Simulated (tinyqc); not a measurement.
Ferroelectric switching, Landau-Khalatnikov equation: two steps of the calculation.

One domain: rho dP/dt = E - (2 al P + 4 be P^3), with al = -3 sqrt(3) Ec/(4 Pr), be = 3 sqrt(3) Ec/(8 Pr^3), so that the static loop has remanence Pr and coercive field Ec. With P in uC/cm^2, E in kV/cm, rho in ohm m and t in ns, dP/dt = [E - 2 al P - 4 be P^3]/(100 rho).

Parameters, values chosen for the exercise; remanent polarisation and coercive field close to those of barium titanate films:

| symbol | value | unit | meaning |
|---|---|---|---|
| Pr | 28 | uC/cm^2 | remanent polarisation |
| Ec | 41 | kV/cm | static coercive field |
| rho | 6.1 | ohm m | viscosity of the polarisation |
| Em | 120 | kV/cm | field amplitude |
| dt | 95 | ns | time step |

Task 1. Landau coefficients and time scales. al = -3 sqrt(3) Ec/(4 Pr), be = 3 sqrt(3) Ec/(8 Pr^3). Relaxation time at remanence tau = 100 rho/(-4 al); final state: the largest root Pf of 2 al P + 4 be P^3 = Em; relaxation time there 100 rho/(2 al + 12 be Pf^2).

Wanted: al; be; tau; Pf; relaxation time at Pf.

Result 1.

al = -1.902 kV cm/uC
be = 0.001213 kV cm^5/uC^3
tau = 80.17 ns
Pf = 37.90 uC/cm^2
relaxation time at Pf = 35.66 ns

Task 2. One time step. The constant field E = Em acts from t = 0. Implicit Euler: P(new) solves P(new) = P + dt dP/dt(P(new)), a cubic with one real root; the rate listed is (P(new) - P)/dt.

P after step 1 = -15.688452 uC/cm^2
al = -1.9021629 kV cm/uC
be = 0.0012131141 kV cm^5/uC^3

Wanted: dP/dt; P after step 2.

Result 2.

dP/dt = 0.2365 uC/(cm^2 ns)
P after step 2 = 6.783 uC/cm^2

tinyqc, about 0.07 s, one thread, Intel Xeon 2.30GHz (shared host): `OMP_NUM_THREADS=1 python tinyqc.py 2860007 2860008 out.jsonl`
